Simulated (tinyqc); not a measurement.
# Resistance of a source-drain extension with a graded tip: two studies

y runs along the channel, the gate covers y > 0. The doping is N0 for y < y0 and N0 10^(-(y - y0)/la) beyond, uniform over the depth xj. Sheet conductance s(y) = q mu(N) max(N - Nch, 0) xj + (for y > 0) ma Cox Vo, with mu(N) = u0 + (u1 - u0)/(1 + (N/Nr)^au) and Cox = eps0 eox/tox. Current is taken as one-dimensional; depletion of the tip, spreading and the contact are left out. The metallurgical junction lies at yj, where N = Nch.

Inputs (values chosen for the exercise); mobility law close to that of electrons in silicon:
```
symbol,value,unit,meaning
eox,3.9,,relative permittivity of the gate insulator (close to silicon dioxide)
tox,1.4,nm,insulator thickness
N0,1.1e20,cm^-3,active doping of the extension far from the gate
la,3.3,nm/decade,lateral abruptness
y0,1.9,nm,position under the gate where the fall begins (gate edge at 0)
xj,8,nm,depth of the extension
Nch,9.6e17,cm^-3,channel doping
Ls,21,nm,spacer length
Vo,0.79,V,gate overdrive
ma,110,cm^2/(V s),mobility of the gate-induced layer
u1,1414,cm^2/(V s),mobility at low doping
u0,68.5,cm^2/(V s),mobility at high doping
Nr,9.2e16,cm^-3,reference doping
au,0.711,,exponent
Lg,50,nm,gate length
```

Constants: q = 1.602176634e-19 C, eps0 = 8.8541878128e-14 F/cm where lengths are in cm. Results are converted to the units shown.

Each table varies one quantity; the others keep the values above.

## Abruptness at a fixed junction position

R_spacer = integral of dy/s from -Ls to 0, R_ov from 0 to yj, R_channel = (Lg - 2 yj)/(ma Cox Vo), R_total = 2 R_spacer + 2 R_ov + R_channel. Electrical length L_eff = ma Cox dR_total/d(1/Vo); R_series = R_total - L_eff/(ma Cox Vo). y0 is moved with la so that yj stays at 8.6951 nm.

The same in every row: yj (nm) = 8.695; R_channel (ohm um) = 152.1.

Results:

| la (nm/decade) | R_spacer (ohm um) | R_ov (ohm um) | R_total (ohm um) | L_eff (nm) | R_series (ohm um) |
|---|---|---|---|---|---|
| 1 | 19.47 | 10.84 | 212.8 | 34.69 | 50.92 |
| 2.3 | 19.47 | 16.19 | 223.5 | 36.77 | 51.91 |
| 3.6 | 19.47 | 21.54 | 234.2 | 38.85 | 52.90 |
| 4.9 | 19.95 | 26.58 | 245.2 | 40.88 | 54.48 |
| 6.1 | 23.34 | 29.70 | 258.2 | 42.40 | 60.39 |
| 7.4 | 30.62 | 31.84 | 277.1 | 43.61 | 73.57 |
| 10 | 54.79 | 34.28 | 330.3 | 45.17 | 119.6 |

Estimate the missing row, la = 8.7 nm/decade.

Computed row:

| la (nm/decade) | R_spacer (ohm um) | R_ov (ohm um) | R_total (ohm um) | L_eff (nm) | R_series (ohm um) |
|---|---|---|---|---|---|
| 8.7 | 41.26 | 33.27 | 301.2 | 44.50 | 93.57 |

With this row back in the table: As la goes from 1 to 10 nm/decade, R_total rises from 213 to 330 ohm um, R_spacer rises from 19.5 to 54.8 ohm um and R_ov rises from 10.8 to 34.3 ohm um. R_total changes on average by 13.1 ohm um for each nm/decade. L_eff exceeds the metallurgical length by 2.08 nm in the first row and 12.6 nm in the last, since the gate also controls the lightly doped tips.

## Effect of the depth of the extension

Same model as above.

The same in every row: yj (nm) = 8.695; R_channel (ohm um) = 152.1.

Effect of the depth of the extension:

| xj (nm) | R_spacer (ohm um) | R_ov (ohm um) | R_total (ohm um) | L_eff (nm) | R_series (ohm um) |
|---|---|---|---|---|---|
| 4 | 38.94 | 25.10 | 280.2 | 40.43 | 91.63 |
| 5.6 | 27.82 | 22.77 | 253.3 | 39.40 | 69.51 |
| 7.7 | 20.23 | 20.57 | 233.7 | 38.48 | 54.22 |
| 11 | 14.16 | 18.15 | 216.8 | 37.52 | 41.70 |
| 15 | 10.38 | 16.11 | 205.1 | 36.76 | 33.63 |
| 21 | 7.418 | 14.01 | 195.0 | 36.01 | 26.97 |
| 29 | 5.371 | 12.11 | 187.1 | 35.38 | 22.04 |
| 40 | 3.894 | 10.37 | 180.7 | 34.84 | 18.15 |

What does the table show?

As xj goes from 4 to 40, R_total falls from 280 to 181 ohm um, L_eff falls from 40.4 to 34.8 nm and R_series falls from 91.6 to 18.1 ohm um.

Numbers from tinyqc (`OMP_NUM_THREADS=1 python tinyqc.py 2282041 2282042 out.jsonl`; about 0.04 s on one thread of a shared Intel Xeon 2.30GHz).
